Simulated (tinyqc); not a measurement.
# Changing the total dopant density N

Model: dopants and charged point defects at anneal temperature: Fermi-level effect, clustering and pairing. Computed by tinyqc, a small Python program. Command: `OMP_NUM_THREADS=1 python tinyqc.py 3006075 3006076 out.jsonl pairing sweep`. One thread of a shared host (Intel(R) Xeon(R) Processor @ 2.30GHz), about 0.02 s of CPU time with the checks.

Boltzmann statistics and full ionisation of active dopants. Energies are counted from the valence band; the defect (a vacancy or self-interstitial) has five charge states, with all degeneracy factors one.

Inputs (values chosen for the exercise, with bands modelled on GaAs):

| quantity | value | unit |
|---|---|---|
| gap at 0 K E_g0 | 1.5 | eV |
| Varshni alpha | 0.000556 | eV/K |
| Varshni beta | 210 | K |
| electron mass m_e | 0.0657 | m_0 |
| valleys M_c | 1 | - |
| hole mass m_h | 0.526 | m_0 |
| anneal temperature T | 890 | K |
| formation enthalpy of the neutral defect H_f | 2.32 | eV |
| formation entropy S_f | 2.2 | k_B |
| site density N_s | 3.1e+22 | cm^-3 |
| intrinsic dopant diffusivity D_i | 1.9e-15 | cm^2/s |
| anneal time t | 1000 | s |
| dopant atoms per cluster k | 2 | - |
| cluster binding energy E_b | 1.09 | eV |

Dopant: donor. Second part: clustering of the dopant.

defect levels as fractions of E_g(T): (2+/+), (+/0), (0/-), (-/2-): 0.15  0.28  0.62  0.75

Constants: m_0 = 9.1093837015e-31 kg; k_B = 1.380649e-23 J/K; h = 6.62607015e-34 J s; k_B = 8.617333262e-05 eV/K.

Method:
- E_g = E_g0 - alpha T^2/(T + beta).
- N_c = 2 M_c (2 pi m_e k_B T/h^2)^(3/2) and N_v = 2 (2 pi m_h k_B T/h^2)^(3/2), masses in units of m_0.
- n_i = sqrt(N_c N_v) exp(-E_g/2 k_B T); E_i = E_g/2 + (k_B T/2) ln(N_v/N_c).
- n = A/2 + sqrt(A^2/4 + n_i^2) for an active density A.
- k ionised dopants and k carriers form one neutral cluster: C = N_s (A/N_s)^k (n/N_b)^k exp(E_b/k_B T), N_b the effective density of states of the majority band, and N = A + k C (60 bisections in ln A between ln N - 90 and ln N).
- chi = n/n_i (for acceptors n_i/p); E_F = E_i + k_B T ln chi; field enhancement h = 1 + A/sqrt(A^2 + 4 n_i^2).
- C_0 = N_s exp(S_f/k_B) exp(-H_f/k_B T). Ratios to the neutral state at E_F = E_i: r_+ = exp((E(+/0) - E_i)/k_B T), r_2+ = r_+ exp((E(2+/+) - E_i)/k_B T), r_- = exp((E_i - E(0/-))/k_B T), r_2- = r_- exp((E_i - E(-/2-))/k_B T); at other E_F state q scales as chi^(-q). The enhancement is sum r_q chi^(-q)/sum r_q. The charge on the defects is left out of neutrality.
- If every charge state of the defect carries the dopant equally well, D = D_i x enhancement x h x (active share A/N, a rough stand-in that overstates the dA/dN which immobile clusters call for), D_i being an input held fixed when T or H_f is moved; diffusion length 2 sqrt(D t).

One run for each value:

| total dopant density N (cm^-3) | active density A (cm^-3) | enhancement over intrinsic | D/D_i | E_F (eV) | mean charge (e) |
|---|---|---|---|---|---|
| 1.00e+17 | 9.8072e+16 | 1.4757e+01 | 28.76 | 0.8630 | -1.5665 |
| 3.00e+17 | 2.3602e+17 | 6.4200e+01 | 100.90 | 0.9299 | -1.7835 |
| 9.00e+17 | 3.9561e+17 | 1.6464e+02 | 144.68 | 0.9695 | -1.8627 |
| 3.00e+18 | 5.8525e+17 | 3.4426e+02 | 134.30 | 0.9995 | -1.9043 |
| 8.00e+18 | 7.6989e+17 | 5.8203e+02 | 112.01 | 1.0205 | -1.9261 |
| 2.00e+19 | 9.8051e+17 | 9.2903e+02 | 91.09 | 1.0391 | -1.9413 |
| 7.00e+19 | 1.3515e+18 | 1.7366e+03 | 67.06 | 1.0637 | -1.9570 |
| 2.00e+20 | 1.7618e+18 | 2.9215e+03 | 51.47 | 1.0840 | -1.9668 |
| 7.00e+20 | 2.4130e+18 | 5.4313e+03 | 37.44 | 1.1081 | -1.9756 |
| 2.00e+21 | 3.1387e+18 | 9.1373e+03 | 28.68 | 1.1283 | -1.9812 |

Describe and explain the trends.

Over the rows, active density A (cm^-3) rises from 9.81e16 to 3.14e18 (exponent d ln y / d ln x 0.80 between the first rows and 0.25 between the last); enhancement over intrinsic rises from 14.8 to 9140 (exponent d ln y / d ln x 1.3 between the first rows and 0.50 between the last); D/D_i goes from 28.8 through a maximum among these rows, 145 at 9.00e17, to 28.7. Once clusters hold most of the dopant and A exceeds n_i, the exponent of A tends to 1/(2k) = 0.250; between the last rows it is 0.250.

Caution (rows 7.00e20, 2.00e21): the carrier density exceeds the effective density of states, where Boltzmann statistics understate the shift of E_F and so the density of charged defects (gap narrowing, also left out, works the other way).

Extremes, crossings and ranges named in words are read from the listed rows.
